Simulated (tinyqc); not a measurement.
Ellipsometry and reflectance of a transparent film on an absorbing substrate: one step of the calculation.

Air (index 1), film, substrate with N2 = n2 - i k2; time factor exp(+i w t). q_j = sqrt(N_j^2 - sin^2 th), root with positive real part. Fresnel coefficients r_s = (q_a - q_b)/(q_a + q_b), r_p = (N_b^2 q_a - N_a^2 q_b)/(N_b^2 q_a + N_a^2 q_b). tan(Psi) exp(i Delta) = R_p/R_s, Delta taken from 0 to 360 degrees.

Question. Interface coefficients and thickness period. q0, q1, q2 and the coefficients r01 and r12 for p and s; the results repeat in d with the period lam/(2 q1).

Inputs (values chosen for the exercise); indices close to those of silicon dioxide on silicon:
- lam = 800 nm (wavelength)
- th = 70 degrees (angle of incidence)
- n1 = 1.462 (index of the transparent film)
- n2 = 3.692 (index of the substrate)
- k2 = 0.0065 (extinction coefficient of the substrate)

Find: q0; q1; q2; r01,p; r01,s; r12,p; r12,s; period.

Answer.

q0 = 0.34202
q1 = 1.1200
q2 = 3.5704-0.0067i
r01,p = -0.21013
r01,s = -0.53213
r12,p = 0.33344-0.00073i
r12,s = -0.52243+0.00068i
period = 357.14 nm

Program tinyqc, `OMP_NUM_THREADS=1 python tinyqc.py 2870117 2870118 out.jsonl`; Intel Xeon 2.30GHz, shared host, one thread, about 0.5 s.
